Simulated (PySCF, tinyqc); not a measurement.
Inside a calculation. Method: CID on RHF in the sto-6g basis, for H3+, spin multiplicity 1. The lowest restricted solution is unstable here: a spin-polarised one lies 0.0067 hartree lower (PySCF). One step of it, computed by the program tinyqc.

Question. CID: roots. Diagonalise (each vector has its largest component positive (the first on a tie)); all determinants have Ms = 0, so triplets appear too. The lowest singlet root is the correlation energy.

Occupation strings over the orbitals (2 doubly, a alpha, b beta, 0 empty; spin orbitals ordered 1a 1b 2a 2b ...): 200 020 0ab 0ba 002

H - E(HF) between determinants (hartree), order 200, 020, 0ab, 0ba, 002:
$$\begin{pmatrix}
0.000000 & 0.149613 & 0.002061 & -0.002061 & 0.158512 \\
0.149613 & 0.607664 & -0.028335 & 0.028335 & 0.104318 \\
0.002061 & -0.028335 & 0.533058 & -0.104318 & 0.018032 \\
-0.002061 & 0.028335 & -0.104318 & 0.533058 & -0.018032 \\
0.158512 & 0.104318 & 0.018032 & -0.018032 & 0.764079
\end{pmatrix}$$

Give: lowest roots of this matrix, relative to E(HF); lowest vectors; <S^2> of these roots; weight of the ground state by excitation level 0, 1, 2, ....

Answer.

lowest roots of this matrix, relative to E(HF) (hartree): [-0.056, 0.429, 0.539, 0.660, 0.867]

lowest vectors, order 200, 020, 0ab, 0ba, 002:
$$\begin{pmatrix}
0.968 & 0.000 & 0.081 & -0.032 \\
-0.193 & 0.000 & 0.772 & -0.377 \\
-0.007 & 0.707 & 0.304 & 0.638 \\
0.007 & 0.707 & -0.304 & -0.638 \\
-0.162 & 0.000 & -0.462 & 0.205
\end{pmatrix}$$

<S^2> of these roots: [0.000, 2.000, 0.000, 0.000, 0.000]

weight of the ground state by excitation level 0, 1, 2, ...: [0.936, 0.000, 0.064]
